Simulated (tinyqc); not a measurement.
Schottky emission and Poole-Frenkel conduction in an insulator, and how to tell them apart: one step of the calculation.

Schottky emission (electrode-limited): J = As T^2 exp[-(pb - b sqrt(F))/Vt], b = sqrt(q/(4 pi eps0 ei)). Poole-Frenkel emission (bulk-limited): J = s0 F exp[-(pt - 2 b sqrt(F))/Vt]. F in V/cm.

Problem. Both currents at one field. Lowerings b sqrt(F) and 2 b sqrt(F); the image-force maximum lies at sqrt(q/(16 pi eps0 ei F)) from the electrode.

Inputs (values chosen for the exercise); dielectric values close to those of hafnium oxide:
- T = 325 K (temperature)
- ei = 4.48 (high-frequency relative permittivity)
- pt = 1.07 eV (trap depth)
- s0 = 0.072 S/cm (Poole-Frenkel prefactor)
- pb = 1.07 eV (electrode barrier)
- As = 28 A/(cm^2 K^2) (Richardson constant)
- F = 1.7 MV/cm (field)

Constants: q = 1.602176634e-19 C, kB = 1.380649e-23 J/K, Vt = kB T/q, eps0 = 8.8541878128e-14 F/cm where lengths are in cm. Results are converted to the units shown.

Give: Schottky lowering; position of the barrier top; Poole-Frenkel lowering; J, Schottky; J, Poole-Frenkel.

Solution.

Schottky lowering = 233.8 meV
position of the barrier top = 0.6875 nm
Poole-Frenkel lowering = 467.5 meV
J, Schottky = 3.186e-7 A/cm^2
J, Poole-Frenkel = 5.559e-5 A/cm^2

Injection and bulk transport act in series, so the smaller capacity limits the current: here the electrode, by a factor of 174.

Range of the model: At the field F a Fowler-Nordheim estimate for tunnelling through pb (mass 0.4 m0) gives 6.3e-6 A/cm^2, more than Schottky emission.

Computed by the program tinyqc: `OMP_NUM_THREADS=1 python tinyqc.py 2370082 2370083 out.jsonl`, one thread of a shared Intel Xeon 2.30GHz, about 0.01 s for the whole run.
